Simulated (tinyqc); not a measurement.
Inside a calculation. Method: extended Hueckel theory, for H6. One step of it, computed by the program tinyqc.

Question. Wolfsberg-Helmholz matrix. H_ij = K' S_ij (H_ii + H_jj)/2 for i != j (the diagonal keeps H_ii), with K' = 1.75.

overlap S:
```
,1H 1s,2H 1s,3H 1s,4H 1s,5H 1s,6H 1s
1H 1s,1.000000,0.551704,0.102569,0.021469,0.002199,0.000313
2H 1s,0.551704,1.000000,0.393587,0.102569,0.012892,0.002199
3H 1s,0.102569,0.393587,1.000000,0.551704,0.102569,0.021469
4H 1s,0.021469,0.102569,0.551704,1.000000,0.393587,0.102569
5H 1s,0.002199,0.012892,0.102569,0.393587,1.000000,0.551704
6H 1s,0.000313,0.002199,0.021469,0.102569,0.551704,1.000000
```

diagonal H_ii (eV): 1H 1s -13.600000, 2H 1s -13.600000, 3H 1s -13.600000, 4H 1s -13.600000, 5H 1s -13.600000, 6H 1s -13.600000

K = 1.750000

Give: H.

Answer.

H (eV):
```
,1H 1s,2H 1s,3H 1s,4H 1s,5H 1s,6H 1s
1H 1s,-13.6000,-13.1306,-2.4411,-0.5110,-0.0523,-0.0075
2H 1s,-13.1306,-13.6000,-9.3674,-2.4411,-0.3068,-0.0523
3H 1s,-2.4411,-9.3674,-13.6000,-13.1306,-2.4411,-0.5110
4H 1s,-0.5110,-2.4411,-13.1306,-13.6000,-9.3674,-2.4411
5H 1s,-0.0523,-0.3068,-2.4411,-9.3674,-13.6000,-13.1306
6H 1s,-0.0075,-0.0523,-0.5110,-2.4411,-13.1306,-13.6000
```
